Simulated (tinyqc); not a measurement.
What moves the efficiency: defect, radiative and Auger recombination at equal electron and hole densities (ABC model).

J/(e d) = Ae n + B n^2 + C n^3 with Ae = A + 4 S/w (four side walls, carriers spread evenly), e = 1.602176634e-19 C, lengths in cm; internal efficiency IQE = B n^2/(Ae n + B n^2 + C n^3); all injected carriers recombine in the layer.

Values chosen for the exercise (orders of magnitude like those quoted for InGaAs; not measured data):
- A = 44000000 1/s (defect rate)
- B = 1.3e-10 cm^3/s (radiative coefficient)
- C = 6.6e-29 cm^6/s (Auger coefficient)
- S = 0 cm/s (recombination velocity of the side walls)
- w = 3.6 micrometre (side of the square mesa)
- d = 53 nm (active thickness)
- J = 5.4 A/cm^2 (current density)

IQE_max = Q/(Q + 2) with Q = B/sqrt(Ae C), reached at n = sqrt(Ae/C).

One parameter was then changed.

Results before and after:
```
case     n (1/cm^3)     IQE  IQE_max  J at the peak (A/cm^2)
base      1.081e+17  0.2389   0.5467                     135
changed   2.410e+17  0.3958   0.5467                     135
```

Which of these changes was made? (a) C = 1.32e-28 cm^6/s; (b) d = 106 nm; (c) A = 88000000 1/s; (d) J = 16.2 A/cm^2; (e) B = 1.95e-10 cm^3/s.

Answer: (d) J = 16.2 A/cm^2. Of the candidates, run in turn, only this one gives the changed row.

All candidates:
```
case                 n (1/cm^3)      IQE  IQE_max  J at the peak (A/cm^2)
base                  1.081e+17   0.2389   0.5467                     135
A = 88000000 1/s      6.568e+16  0.08818   0.4603                     320
B = 1.95e-10 cm^3/s   9.933e+16   0.3026   0.6440                     171
C = 1.32e-28 cm^6/s   1.070e+17   0.2341   0.4603                    79.9
d = 106 nm            6.095e+16   0.1519   0.5467                     269
J = 16.2 A/cm^2       2.410e+17   0.3958   0.5467                     135
```

tinyqc: `OMP_NUM_THREADS=1 python tinyqc.py 1681223 1681224 out.jsonl`; about 0.01 s, one thread, shared Intel(R) Xeon(R) Processor @ 2.30GHz.
